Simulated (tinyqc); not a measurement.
What each parameter does: linear model of a band gap against the share of exact exchange.

E(alpha) = E0 + S alpha. A wider gap screens less, modelled in the Penn form eps(alpha) = 1 + (e0 - 1)(EP/(EP + S alpha))^2 with a scale EP chosen for the exercise. A dielectric-dependent hybrid takes alpha = 1/eps.

Values chosen for the exercise (of the order of those of Ge; the results hold for these values, not for the real material): E0 = 0.08 eV (gap of the semi-local functional); S = 4.66 eV (slope dE/d(alpha)); e0 = 16.64 (optical dielectric constant at alpha = 0); EP = 9.1 eV (energy scale of the screening).

Fixed point alpha = 1/eps(alpha), gap and eps there.

One parameter was then changed.

Results before and after:
```
case      alpha  E (eV)     eps
base     0.0638   0.377  15.666
changed  0.0638   0.369  15.666
```

Which of these changes was made? (a) E0 = 0.072 eV; (b) EP = 8.19 eV; (c) S = 5.126 eV; (d) e0 = 18.304.
Answer: (a) E0 = 0.072 eV. Of the candidates, run in turn, only this one gives the changed row.

All candidates:
```
case            alpha  E (eV)     eps
base           0.0638   0.377  15.666
E0 = 0.072 eV  0.0638   0.369  15.666
S = 5.126 eV   0.0642   0.409  15.567
e0 = 18.304    0.0577   0.349  17.325
EP = 8.19 eV   0.0643   0.380  15.556
```

tinyqc: `OMP_NUM_THREADS=1 python tinyqc.py 1850479 1850480 out.jsonl`; about 0.01 s, one thread, shared Intel(R) Xeon(R) Processor @ 2.30GHz.
